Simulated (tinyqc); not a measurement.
Energies of the polytypes: polytypes and stacking faults of a tetrahedral semiconductor in an axial Ising model with couplings up to third neighbours. Computed by tinyqc, a small Python program. Command: `OMP_NUM_THREADS=1 python tinyqc.py 3001777 3001778 out.jsonl polytype walk`. One thread of a shared host (Intel(R) Xeon(R) Processor @ 2.30GHz), about 0.01 s of CPU time with the checks.

Each double layer has s = +1 or -1 for the sense of its stacking step; E per pair of atoms = E0 - sum_n J_n <s_i s_(i+n)>, n = 1, 2, 3. Hexagonality h = (1 - <s_i s_(i+1)>)/2.

Inputs (values chosen for the exercise, of the order of those of SiC for J, a, G and the gaps):
```
quantity   value      unit
J1           2.2  meV/pair
J2         -3.75  meV/pair
J3         -0.27  meV/pair
gap of 3C   2.39        eV
gap of 4H   3.26        eV
```

Method. E - E(3C) = sum_n J_n (1 - C_n), C_n = <s_i s_(i+n)>. The gap is taken linear in h between 3C (h = 0) and 4H (h = 1/2), a rough rule, with a dash beyond.

correlations of the repeat units 3C (+), 2H (+-), 4H (++--), 6H (+++---), 15R (+++--), 8H (++++----), 21R (++++---), 9R (++-):
```
        n = 1     n = 2     n = 3
3C    1.00000   1.00000   1.00000
2H   -1.00000   1.00000  -1.00000
4H    0.00000  -1.00000   0.00000
6H    0.33333  -0.33333  -1.00000
15R   0.20000  -0.60000  -0.60000
8H    0.50000   0.00000  -0.50000
21R   0.42857  -0.14286  -0.71429
9R   -0.33333  -0.33333   1.00000
```

Polytypes:
```
polytype       h  E - E(3C) (meV/pair)  gap by the linear rule (eV)
3C        0.0000                0.0000                       2.3900
2H        1.0000                3.8600                            -
4H        0.5000               -5.5700                       3.2600
6H        0.3333               -4.0733                       2.9700
15R       0.4000               -4.6720                       3.0860
8H        0.2500               -3.0550                       2.8250
21R       0.2857               -3.4914                       2.8871
9R        0.6667               -2.0667                            -
```

E(2H) - E(3C) = 3.86 meV/pair

E(4H) - E(3C) = -5.57 meV/pair

E(6H) - E(3C) = -4.0733 meV/pair

What follows from these numbers?

The lowest is 4H, 0.898 meV/pair below 15R. J1/|J2| = 0.59: for J3 = 0 and J2 < 0 the ground state is 2H below -2, 4H between -2 and 2, and 3C above 2; at 2 itself all periods with bands of two or more layers are degenerate.

Extremes, crossings and ranges named in words are read from the listed rows.
